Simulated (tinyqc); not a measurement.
Inside a calculation. Model: spin coating of a resist or spin-on film: centrifugal thinning, evaporation and the final thickness (Emslie and Meyerhofer models). Computed by tinyqc, a small Python program that keeps every step. Command: `OMP_NUM_THREADS=1 python tinyqc.py 3110679 3110680 out.jsonl spincoat walk`. One thread of a shared host (Intel(R) Xeon(R) Processor @ 2.30GHz), about 0.08 s of CPU time with the checks. Intermediate numbers are printed to about 7 digits and carried at full precision; extremes and crossings named in words are read from the listed rows.

A Newtonian film stays uniform over the wafer; solvent and solids have the same density and the concentration is uniform through the thickness.

Inputs (values chosen for the exercise, of the order of those of a polymer resist in an ester solvent):

| quantity | value | unit |
|---|---|---|
| solids volume fraction c0 | 0.17 | - |
| kinematic viscosity of the solvent nu_s | 1.5 | mm^2/s |
| viscosity constant k | 1400 | mm^2/s |
| viscosity exponent gamma | 3.3 | - |
| spin speed f | 5000 | rpm |
| evaporation rate at 1000 rpm e0 | 0.6 | micrometre/s |
| starting thickness h0 | 200 | micrometre |
| time t | 5.6 | s |
| wafer radius R | 100 | mm |
| shrinkage in the bake | 15 | % |

## Rates

omega = 2 pi f/60; nu(c) = nu_s + k c^gamma; evaporation rate e = e0 sqrt(f/1000 rpm). Flow constant K = 2 omega^2/(3 nu(c0)); Reynolds number of the air omega R^2/nu_air with nu_air = 15 mm^2/s.

omega = 523.5988 1/s

nu(c0) = 5.542123 mm^2/s

evaporation rate e = 1.341641 micrometre/s

flow constant K = 0.03297842 1/(micrometre^2 s)

Reynolds number of the air = 349065.9

Caution: above a Reynolds number of about 3e5 the air flow near the rim turns turbulent, and evaporation is no longer uniform.

## Thinning without evaporation

dh/dt = -K h^3 gives h = h0/sqrt(1 + 2 K h0^2 t); for long times h = 1/sqrt(2 K t).

h(t) without evaporation = 1.645362 micrometre

long-time form = 1.645417 micrometre

time 1/(2 K h0^2) = 3.790357e-04 s

The long-time form is within 0.0034 %: the starting thickness is forgotten.

## The two-stage estimate

Meyerhofer estimate: flow rules until (1 - c0) K h^3 = e, then evaporation alone: h_w = (e/((1 - c0) K))^(1/3), dry film c0 h_w.

wet thickness h_w = 3.659677 micrometre

dry film, estimate = 622.1451 nm

drying time (1 - c0) h_w/e = 2.264043 s

## First explicit step of the full model

Solids s and liquid l per area start at s = c0 h0, l = (1 - c0) h0. With h = h0 and c = c0: Q = K h^3, K = 2 omega^2/(3 nu); one Euler step of length dt = 0.01 h0/Q for s and l, ds/dt = -c Q, dl/dt = -(1 - c) Q - e.

Q = 263827.4 micrometre/s

dt = 7.580715e-06 s

s = 33.66 micrometre

l = 164.3400 micrometre

Q/e at the start = 196645.3

## The full model

Full model for solids s and liquid l per area, h = s + l, c = s/h: ds/dt = -c Q, dl/dt = -(1 - c) Q - e, Q = 2 omega^2 h^3/(3 nu(c)); integrated adaptively (relative tolerance 1e-9) until l = 0. Dry film = s at l = 0, before the bake; film after the bake = s x (1 - shrinkage).

time to dry = 3.002753 s

dry film = 723.4497 nm

film after the bake = 614.9323 nm

## Course in time

Times are fractions of the time to dry.

History:

| fraction | t (s) | h (micrometre) | c | nu (mm^2/s) | Q/e | s (nm) |
|---|---|---|---|---|---|---|
| 0.003 | 9.008259e-03 | 40.18724 | 0.1700352 | 5.5449 | 1.594563e+03 | 6833.248 |
| 0.010 | 3.002753e-02 | 22.32660 | 0.1702069 | 5.5584 | 2.727653e+02 | 3800.141 |
| 0.030 | 9.008259e-02 | 12.93628 | 0.1710659 | 5.6264 | 5.241674e+01 | 2212.957 |
| 0.100 | 3.002753e-01 | 7.06599 | 0.1765769 | 6.0815 | 7.902713e+00 | 1247.690 |
| 0.200 | 6.005506e-01 | 4.93929 | 0.1893563 | 7.2697 | 2.258120e+00 | 935.285 |
| 0.350 | 1.050964e+00 | 3.59971 | 0.2189981 | 10.8235 | 5.870873e-01 | 788.330 |
| 0.500 | 1.501376e+00 | 2.79653 | 0.2651449 | 19.0236 | 1.566152e-01 | 741.485 |
| 0.700 | 2.101927e+00 | 1.93671 | 0.3745927 | 56.3117 | 1.757370e-02 | 725.477 |
| 0.900 | 2.702478e+00 | 1.12640 | 0.6423244 | 326.3760 | 5.965258e-04 | 723.514 |

Q/e drops below 1 between t = 0.60 and 1.1 s, when c has risen from 0.17 to about 0.219; after that row the solids fall by a further 8 %. The full model gives 1.16 times the two-stage estimate.

## Spin curve

The formulas are those given above.

Dry film against speed:

| f (rpm) | full model (nm) | estimate (nm) | time to dry (s) |
|---|---|---|---|
| 500 | 2287.524 | 1967.396 | 29.99235 |
| 1000 | 1617.630 | 1391.159 | 15.00601 |
| 1500 | 1320.811 | 1135.876 | 10.00617 |
| 2000 | 1143.864 | 983.698 | 7.50544 |
| 3000 | 933.966 | 803.186 | 5.00416 |
| 4000 | 808.840 | 695.579 | 3.75332 |
| 6000 | 660.417 | 567.938 | 2.50235 |

The full thickness goes as f^-0.500; the estimate as (e/omega^2)^(1/3) = f^(-1/2). The time to dry goes as f^-1.00. A thickness window of 1 % allows a speed error of about 2 %.

Checks made by the program: constant-viscosity run against c0 h0 exp(-int K h^2 dt) (relative difference 1e-05).
